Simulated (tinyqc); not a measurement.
Starting guesses with DIIS over 6 matrices: SCF starting guesses in the sto-3g basis, for H3+, spin multiplicity 1. Computed by the program tinyqc with PySCF. 

Geometry (angstrom):
```
atom       x       y        z
H     0.0000  0.0000   0.0000
H     0.0000  0.0000   0.8610
H     0.0000  0.0970  -0.8560
```

lowest restricted solution found by these runs and by PySCF = -1.205615 hartree

RHF with one setting changed at a time; a run stops when the energy changes by less than 1e-09 hartree and the error matrix is below 1e-5. Starts: the lowest orbitals of the core Hamiltonian, of the Wolfsberg-Helmholz matrix (K = 1.75), projected atomic densities, random orbitals, and the highest orbitals of the core Hamiltonian (a deliberately bad start).

Largest element of the error matrix X^T (FDS - SDF) X:
```
iteration     core  Wolfsberg-Helmholz  atomic densities   random  highest core orbitals
1          1.8e-01             1.5e-02           9.8e-02  3.0e-01                9.5e-02
2          2.6e-02             2.2e-03           9.6e-03  1.8e-01                2.6e-02
3          4.8e-05             6.9e-07           6.0e-04  5.5e-02                9.8e-04
4          5.2e-08             3.0e-08           1.8e-05  6.9e-03                4.3e-05
5          2.9e-08                   -           9.8e-06  5.2e-04                1.9e-07
6                -                   -           1.3e-06  2.2e-04                8.1e-08
8                -                   -                 -  1.5e-06                      -
```

How each run ends:
```
run                    iterations  E (hartree)         state
core                            5     -1.20561  lowest found
Wolfsberg-Helmholz              4     -1.20561  lowest found
atomic densities                6     -1.20561  lowest found
random                          9     -1.20561  lowest found
highest core orbitals           6     -1.20561  lowest found
```

5 of 5 runs reach the lowest restricted solution found, in 4 to 9 iterations (fastest: Wolfsberg-Helmholz). The first errors are 2e-01, 1e-02, 1e-01, 3e-01, 1e-01.
